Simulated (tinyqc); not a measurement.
# MOS structure on a p-type body with a surface-enhanced doping, non-linear Poisson equation by Newton steps: two studies

One dimension, insulator interface at x = 0, acceptor density Na + N0 exp(-x/Ls), net doping C = -(acceptor density). psi is counted from the intrinsic level: n = ni exp((psi - Vb)/Vt), p = ni exp(-psi/Vt); deep in the body psi_b = -Vt ln(Na/ni). The gate acts through Cox = eps0 eox/tox and has the potential psi_G = Vg - (phiM - chi - Vt ln(Nc/ni)). Boltzmann statistics, full ionisation, classical densities, no oxide or interface charge.

Inputs (values chosen for the exercise); band and dielectric values close to those of silicon: temperature T = 300 K; band gap Eg = 1.12 eV; relative permittivity eps_r = 11.7; conduction-band density of states at T Nc = 2.8e19 cm^-3; valence-band density of states at T Nv = 2.67e19 cm^-3; electron affinity chi = 4.08 eV; acceptor density deep in the body Na = 1.6e18 cm^-3; relative permittivity of the gate insulator (close to silicon nitride) eox = 7.34; insulator thickness tox = 4.5 nm; gate work function phiM = 4.18 eV; electron quasi-Fermi potential against the body Vb = 0 V; extra acceptor density at the surface N0 = 1.4e19 cm^-3; decay length Ls = 4.1 nm.

Constants: q = 1.602176634e-19 C, kB = 1.380649e-23 J/K, Vt = kB T/q, eps0 = 8.8541878128e-14 F/cm where lengths are in cm. Results are converted to the units shown.

Each table varies one quantity; the others keep the values above.

## Charge and capacitance against gate voltage

ni = sqrt(Nc Nv) exp(-Eg/(2 Vt)), Eg in volts. The Poisson equation d/dx(eps0 eps_r dpsi/dx) = -q (p - n + C), with eps0 eps_r dpsi/dx = -Cox (psi_G - psi_0) at x = 0, is solved on a mesh of about 600 nodes or more. N_inv is the integral of n less its value deep in the body. C_LF = Cox (1 - dpsi_0/dVg) with all carriers following; C_HF is the same with the electron quasi-Fermi level shifting uniformly so that N_inv stays fixed. The centroid is that of the same excess.

Result of one run:
```
Vg (V)	psi_0 - psi_b (V)	N_inv (cm^-2)	C_LF/Cox	C_HF/Cox	centroid (nm)
0.83	0.811	5.94e7	0.273	0.273	0.207
```

What becomes of these results when the gate voltage against the body Vg is changed from 0.83 to 1.37 V, all else the same?

Result of the changed run:
```
Vg (V)	psi_0 - psi_b (V)	N_inv (cm^-2)	C_LF/Cox	C_HF/Cox	centroid (nm)
1.37	1.08	1.64e12	0.871	0.232	0.179
```

The whole series:
```
Vg (V)	psi_0 - psi_b (V)	N_inv (cm^-2)	C_LF/Cox	C_HF/Cox	centroid (nm)
0.61	0.655	1.52e5	0.309	0.309	0.224
0.72	0.732	2.89e6	0.290	0.290	0.215
0.83	0.811	5.94e7	0.273	0.273	0.207
0.94	0.891	1.30e9	0.261	0.258	0.200
1.04	0.965	2.14e10	0.295	0.247	0.194
1.15	1.03	2.50e11	0.575	0.238	0.188
1.26	1.06	8.57e11	0.790	0.234	0.183
1.37	1.08	1.64e12	0.871	0.232	0.179
1.48	1.09	2.50e12	0.907	0.231	0.174
1.59	1.10	3.39e12	0.927	0.230	0.170
1.7	1.11	4.30e12	0.940	0.230	0.166
```

N_inv goes from 1.52e5 to 4.30e12 cm^-2 and passes 2e11 cm^-2 at Vg = 1.14 V. Below threshold it takes 82.0 mV a decade between Vg = 0.83 and 0.94 V, against Vt ln 10 = 59.5 mV. C_LF/Cox is lowest, 0.261, at Vg = 0.94 V among the rows listed and ends at 0.940, while C_HF/Cox ends at 0.230. Between the last two rows q dN_inv/dVg is 0.920 Cox. Where the classical centroid is under about 2 nm, confinement would move the charge away from the interface and raise the threshold. Above about 2e12 cm^-2 degeneracy matters too.

## Effect of the extra acceptor density at the surface on threshold, swing and body effect

VT is the Vg at which N_inv = 2e11 cm^-2. m = 1/(dpsi_0/dVg) at N_inv = 1e8 cm^-2; the swing is the Vg between N_inv = 1e8 and 1e9 cm^-2; body coefficient [VT(Vb + 0.05 V) - VT(Vb)]/0.05 V - 1.

Effect of the extra acceptor density at the surface on threshold, swing and body effect:
```
N0 (cm^-3)	VT (V)	psi_0 - psi_b at VT (V)	m - 1	swing (mV/decade)	body coefficient
3.5e18	0.722	1.01	0.303	78.3	0.277
5.1e18	0.786	1.01	0.311	78.7	0.282
7.5e18	0.882	1.02	0.325	79.4	0.290
1.1e19	1.02	1.02	0.348	80.7	0.304
1.6e19	1.21	1.02	0.388	82.9	0.329
2.4e19	1.51	1.03	0.472	87.6	0.384
3.5e19	1.90	1.04	0.618	96.0	0.489
```

What does the table show?

As N0 goes from 3.5e18 to 3.5e19, VT rises from 0.722 to 1.90 V, the swing rises from 78.3 to 96.0 mV/decade and the body coefficient rises from 0.277 to 0.489. The swing stays within 1.0 % of m Vt ln 10, and the body coefficient within 0.13 of m - 1.

tinyqc, about 0.6 s, one thread, Intel Xeon 2.30GHz (shared host): `OMP_NUM_THREADS=1 python tinyqc.py 2080142 2080143 out.jsonl`
